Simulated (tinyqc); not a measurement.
Inside a calculation. Model: read current of a NAND string, cells in series solved by shooting.

Program tinyqc, `OMP_NUM_THREADS=1 python tinyqc.py 2142202 2142203 out.jsonl`; Intel Xeon 2.30GHz, shared host, one thread, about 1 s. Printed values are rounded.

Cells in series, numbered from 0 at the source line (0 V) to the bit line, each followed by a gap resistance Rg. A cell with gate Vg, threshold VT, source Vs and drain Vd passes I = 2 nf K Vt^2 [F(Vs) - F(Vd)]/(1 + th max(Vg - VT, 0)), F(V) = ln^2(1 + exp((Vg - VT - nf V)/(2 nf Vt))). The selected cell has Vg = Vr, the others Vg = Vp.

Values chosen for this exercise; values of the order met in vertical NAND strings: temperature T = 300 K; gain factor of a cell K = 15 uA/V^2; slope factor nf = 2.4; mobility reduction factor th = 0.05 1/V; resistance of the gap between cells Rg = 1.1 kohm; bit-line voltage Vbl = 0.7 V; pass voltage Vp = 7.5 V; read voltage on the selected word line Vr = 2.88 V.

Constants: q = 1.602176634e-19 C, kB = 1.380649e-23 J/K, Vt = kB T/q. Results are converted to the units shown.

## Step 1: node voltages for a trial current

first trial current = 2.7 uA
thresholds from the source end, cell 0 to 4 (V): 4.3  1.5  4.3  -1.3  -1.3

For a trial current I start at 0 V and, cell by cell (the selected one is cell 1), solve for the drain: sqrt(F(Vd)) = sqrt(F(Vs) - I/k), k = 2 nf K Vt^2/(1 + th max(Vg - VT, 0)), Vd = [Vg - VT - 2 nf Vt ln(exp(sqrt F) - 1)]/nf, then add I Rg.

node voltage after each cell and gap, trial 1, cell 0 to 4 (V): 0.06989985  0.2702421  0.3584675  0.3942463  0.4303875

## Step 2: node voltages for a trial current

second trial current = 3.1 uA

As before.

node voltage after each cell and gap, trial 2, cell 0 to 4 (V): 0.08055863  0.3331546  0.4419922  0.4840877  0.5267013

## Course of the secant iteration

Secant steps on the end voltage less Vbl, from the two trials; a trial above the saturation current of a cell has no solution and is moved halfway to the previous trial. Stop below 1e-9 V.

Course of the iteration:
```
iteration	I (uA)	end voltage - Vbl (V)	halvings
1	3.459863	-0.0601	1
2	3.651042	0.0288	0
3	3.589100	-4.62e-3	0
4	3.597659	-3.63e-4	0
5	3.598389	4.56e-6	0
6	3.598380	-4.51e-9	0
7	3.598380	-5.67e-14	0
```

Converged in 7 iterations to I = 3.5984 uA. The selected cell takes 50.3 % of the bit-line voltage and the gaps together 2.83 %.
